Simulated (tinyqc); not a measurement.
Ellipsoidal valleys in the axes of a wafer and a channel: sweeps and comparisons. A value that a table varies takes the place of the one given here.

Valleys with axes a along x, y and z, one whole valley each; inverse mass tensor w = 1/mt + (1/ml - 1/mt) a a. Device axes: z = nz/|nz|, x = nx/|nx|, y = z cross x; in them a = (ax, ay, az). Confinement mass mz = 1/w_zz. In the plane w_ij is replaced by u_ij = w_ij - w_iz w_jz/w_zz (i, j = x, y); density-of-states mass md = 1/sqrt(det u); conductivity mass along x mc = 1/u_xx; ballistic transport mass mx = u_yy/det u, width mass my = 1/u_yy.

Hard walls: E_n = c (n pi/t)^2/mz, c = hbar^2/2m0, n = 1, 2, 3. Non-degenerate share of a valley proportional to md sum_n exp(-E_n/kT); mean 1/mc = sum of share/mc. 1 nm = 10 angstrom.

Constants: hbar^2/2m0 = 3.80998211 eV angstrom^2; kB = 8.617333262e-05 eV/K.

Parameters, chosen for this exercise (near those of the X valleys of AlAs; shifted at random, so the results belong to these values and not to a real crystal): ml = 1.122 m0 (longitudinal mass); mt = 0.203 m0 (transverse mass); t = 8.1 nm (thickness of the film); T = 77 K (temperature); nz = (2, 1, 0) (surface normal (confinement)); nx = (0, 0, 1) (channel direction).

## Wafer and channel orientation

For each face/channel: the lowest ladder (mz, number of valleys, md, E1, share) and the mean conductivity mass over all valleys.

Results:

| face/channel | mz | valleys | md | E1 (meV) | share | mean mc |
|---|---|---|---|---|---|---|
| (111)/[11-2] | 0.279 | 3 | 0.407 | 20.5 | 1.000 | 0.3251 |
| (110)/[1-10] | 0.344 | 2 | 0.367 | 16.7 | 0.898 | 0.5380 |
| (113)/[1-10] | 0.615 | 1 | 0.274 | 9.3 | 0.793 | 0.2235 |
| (001)/[100] | 1.122 | 1 | 0.203 | 5.1 | 0.884 | 0.2131 |
| (001)/[110] | 1.122 | 1 | 0.203 | 5.1 | 0.884 | 0.2131 |
| (110)/[1-11] | 0.344 | 2 | 0.367 | 16.7 | 0.898 | 0.3645 |
| (111)/[1-10] | 0.279 | 3 | 0.407 | 20.5 | 1.000 | 0.3251 |

What does this show?

The mean conductivity mass is lowest, 0.2131, for (001)/[100] and (001)/[110] and highest, 0.5380, for (110)/[1-10]; the bulk value is 0.2792. The confinement energy is lowest on the face with the heaviest mz ((001), 5 meV). The density of states of the lowest ladder, valleys times md, runs between 0.203 and 1.221; a small value limits the charge through the quantum capacitance.

## Thickness of the film

Share of the lowest ladder and mean conductivity mass.

Results:

| t (nm) | lowest E1 (meV) | spread of E1 (meV) | share of the lowest ladder | mean mc |
|---|---|---|---|---|
| 2.0 | 159.6 | 303.4 | 1.000 | 0.2030 |
| 3.0 | 71.0 | 134.9 | 1.000 | 0.2030 |
| 4.0 | 39.9 | 75.9 | 1.000 | 0.2030 |
| 5.0 | 25.5 | 48.6 | 0.992 | 0.2032 |
| 7.0 | 13.0 | 24.8 | 0.881 | 0.2091 |
| 10.0 | 6.4 | 12.1 | 0.612 | 0.2333 |
| 14.0 | 3.3 | 6.2 | 0.459 | 0.2551 |

What does this show?

The spread falls as 1/t^2 and passes kT = 6.6 meV between t = 10 and 14 nm; the share of the lowest ladder goes from 1.000 to 0.459 and the mean mass goes from 0.2030 to 0.2551, against 0.2792 for equal shares, the limit of a thick film (the bulk value 3/(1/ml + 2/mt) is 0.2792). Three subbands a valley become too few once E3 nears kT. In the thinnest rows E1 (160 meV) is beyond the parabolic range.

## What each parameter does

Lowest E1, its share and the mean conductivity mass. Each row changes one parameter from the base and keeps the others.

Results:

| case | lowest E1 (meV) | share | mean mc (m0) |
|---|---|---|---|
| base | 9.73 | 0.7730 | 0.2172 |
| ml = 1.01 m0 | 10.19 | 0.7662 | 0.2175 |
| mt = 0.223 m0 | 9.23 | 0.7293 | 0.2424 |
| t = 7.29 nm | 12.02 | 0.8536 | 0.2110 |
| T = 84.7 K | 9.73 | 0.7347 | 0.2206 |

What does this show?

The largest shifts from the base row, up to three for each result and ties (the steps differ in size, so this ranks the rows, not the parameters). lowest E1 (meV): t +2.28, mt -0.51, ml +0.45; unchanged at the printed digits by T. share: t +0.0805, mt -0.0438, T -0.0383. mean mc (m0): mt +0.0252, t -0.0062, T +0.0034.

Computed by tinyqc, a small Python program: `OMP_NUM_THREADS=1 python tinyqc.py 1850248 1850249 out.jsonl` (the numbers bound the seed that draws the inputs); one thread of a shared host (Intel(R) Xeon(R) Processor @ 2.30GHz), about 0.01 s for the whole set of steps.
